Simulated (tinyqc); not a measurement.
Orbital energy against energy difference: ionisation energy by orbital energies and by energy differences in the cc-pvdz basis, for BeH2, spin multiplicity 1. Computed by the program tinyqc with PySCF. 

Geometry (angstrom):
```
atom,x,y,z
Be,0.0000,0.0000,0.0000
H,0.0000,1.2940,0.0000
H,0.0000,-1.3590,0.0000
```

CCSD(T) difference in the same basis = 11.9178 eV

IP-EOM-CCSD = 11.9511 eV

The cation is unrestricted; errors are against CCSD(T) in this basis, not against experiment.

First vertical ionisation energy (eV):
```
method,-e(HOMO),E(cation) - E,error of -e(HOMO),error of the difference
HF,12.144,11.23458,0.226,-0.683
LDA,7.410,11.58203,-4.508,-0.336
PBE,7.426,11.60597,-4.491,-0.312
B3LYP,8.597,11.84695,-3.321,-0.071
PBE0,8.777,11.78019,-3.141,-0.138
CAM-B3LYP,10.275,11.94485,-1.643,0.027
LC-wPBE,11.729,12.09203,-0.189,0.174
```

Koopmans errs by +0.23 eV and Delta-HF by -0.68 eV: relaxation, 0.91 eV, lowers the value and the missing correlation difference works against it. The PBE level is off by -4.5 eV through the wrong tail of its potential, though its energy difference is off by -0.31 eV; exact exchange deepens the level, and among the orbital energies LC-wPBE comes closest; among the differences CAM-B3LYP does.
